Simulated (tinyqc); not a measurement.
Schottky emission and Poole-Frenkel conduction in an insulator, and how to tell them apart: effect of temperature.

Schottky emission (electrode-limited): J = As T^2 exp[-(pb - b sqrt(F))/Vt], b = sqrt(q/(4 pi eps0 ei)). Poole-Frenkel emission (bulk-limited): J = s0 F exp[-(pt - 2 b sqrt(F))/Vt]. F in V/cm.

Both formulas at the same field.

Inputs (values chosen for the exercise); dielectric values close to those of zirconium oxide:
- ei = 4.46 (high-frequency relative permittivity)
- pt = 0.81 eV (trap depth)
- s0 = 0.34 S/cm (Poole-Frenkel prefactor)
- pb = 1.47 eV (electrode barrier)
- As = 60 A/(cm^2 K^2) (Richardson constant)
- F = 1.4 MV/cm (field)

Constants: q = 1.602176634e-19 C, kB = 1.380649e-23 J/K, Vt = kB T/q, eps0 = 8.8541878128e-14 F/cm where lengths are in cm. Results are converted to the units shown.

Results:
```
T (K)	J, Schottky (A/cm^2)	J, Poole-Frenkel (A/cm^2)	ratio
225	2.0802e-22	0.0011446	1.8173e-19
260	1.7181e-18	0.016554	1.0378e-16
300	4.0652e-15	0.16346	2.4870e-14
340	1.5955e-12	0.94167	1.6943e-12
380	1.8257e-10	3.7522	4.8655e-11
475	6.1730e-7	39.351	1.5687e-8
```

Estimate the missing row, T = 420 K.

Computed row:
```
T (K)	J, Schottky (A/cm^2)	J, Poole-Frenkel (A/cm^2)	ratio
420	8.6411e-9	11.490	7.5205e-10
```

With this row back in the table: The Schottky current grows by 15.5 decades and the Poole-Frenkel current by 4.54, as their lowered barriers are 1.26 and 0.385 eV. A tunnelling current would hardly change over this range. For T = 225, 260 a Fowler-Nordheim estimate for tunnelling through pb with a mass of 0.4 m0 exceeds the Schottky current, so tunnelling, left out here, would compete.

Program tinyqc, `OMP_NUM_THREADS=1 python tinyqc.py 2370049 2370050 out.jsonl`; Intel Xeon 2.30GHz, shared host, one thread, about 0.01 s.
